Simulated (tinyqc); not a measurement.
Millisecond and nanosecond annealing: surface heating, thermal budget and solid-phase regrowth: one step, computed by the program tinyqc.

A square pulse heats the surface of a thick wafer with constant thermal properties; losses by radiation are neglected and silicon melts at 1414 C.

Question. Temperature in depth and time. Absorbed flux q = (1 - R) fluence/t_p; kappa = k/c. With f(z, t) = (2 q/k) sqrt(kappa t) ierfc(z/(2 sqrt(kappa t))), ierfc(x) = exp(-x^2)/sqrt(pi) - x erfc(x): T = T0 + f(z, t) during the pulse and T0 + f(z, t) - f(z, t - t_p) after it.

Inputs (values chosen for the exercise, modelled on hot silicon with boron):

| quantity | value | unit |
|---|---|---|
| incident fluence | 9.94 | J/cm^2 |
| pulse length t_p | 0.00021 | s |
| reflectance R | 0.34 | - |
| thermal conductivity k | 0.27 | W/(cm K) |
| heat capacity per volume c | 2.13 | J/(cm^3 K) |
| preheat temperature T0 | 400 | C |

Source: scanned laser.

thermal length sqrt(kappa t_p) = 51.59430 um

Give: Temperature (C).

Answer.

Temperature (C):

| t/t_p | surface | z = 0.5 thermal lengths | z = 1 | z = 2 |
|---|---|---|---|---|
| 0.10 | 613 | 435.4 | 402.4 | 400.0 |
| 0.25 | 737 | 519.2 | 430.0 | 400.6 |
| 0.50 | 876 | 636.2 | 499.5 | 410.1 |
| 0.75 | 983 | 732.8 | 570.7 | 431.4 |
| 1.00 | 1074 | 816.8 | 638.4 | 460.0 |
| 1.10 | 893 | 812.4 | 661.9 | 472.7 |
| 1.50 | 749 | 724.5 | 662.4 | 517.1 |
| 2.00 | 679 | 667.0 | 634.0 | 538.9 |
| 4.00 | 580 | 577.3 | 567.9 | 535.3 |
| 10.00 | 509 | 508.6 | 506.5 | 498.4 |

One tenth of a pulse length after the end the surface has lost 180 C: cooling starts as sqrt(t - t_p), much faster than heating ends.
